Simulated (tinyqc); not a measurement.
## Charge needed for a dipole step

Two sheets of opposite charge dd apart with permittivity ei give the step D = q N dd/(eps0 ei).

Parameters, values chosen for the exercise:
- ei = 6.2 (relative permittivity inside the dipole layer)
- dd = 0.24 nm (thickness of the dipole layer)

Constants: q = 1.602176634e-19 C, eps0 = 8.8541878128e-14 F/cm where lengths are in cm. Results are converted to the units shown.

Result of one run:
```
N (cm^-2)    D (V)  field (MV/cm)  moment (debye/nm^2, 1 D = 3.33564e-30 C m)
6.8e12     0.04763          1.985                                      0.7839
```

What becomes of these results when the charge in each sheet N is changed from 6.8e12 to 2.9e14 cm^-2, all else the same?

Result of the changed run:
```
N (cm^-2)  D (V)  field (MV/cm)  moment (debye/nm^2, 1 D = 3.33564e-30 C m)
2.9e14     2.031          84.64                                       33.43
```

The whole series:
```
N (cm^-2)     D (V)  field (MV/cm)  moment (debye/nm^2, 1 D = 3.33564e-30 C m)
1e12       0.007005         0.2919                                      0.1153
2.7e12      0.01891         0.7880                                      0.3112
6.8e12      0.04763          1.985                                      0.7839
1.7e13       0.1191          4.962                                       1.960
4.5e13       0.3152          13.13                                       5.187
1.1e14       0.7705          32.10                                       12.68
2.9e14        2.031          84.64                                       33.43
```

D is proportional to N, 0.1 V for 1.43e13 cm^-2. The same sheet as an uncompensated charge under 1 nm of a dielectric of permittivity 3.9 would shift the flat band by 0.662 V, and that shift would grow with thickness, which a dipole step does not. For N = 1.1e14, 2.9e14 the field exceeds 20 MV/cm; it acts over one bond length, where the sheet picture is only a bookkeeping device.

Computed by the program tinyqc: `OMP_NUM_THREADS=1 python tinyqc.py 2410140 2410141 out.jsonl`, one thread of a shared Intel Xeon 2.30GHz, about 0.01 s for the whole run.
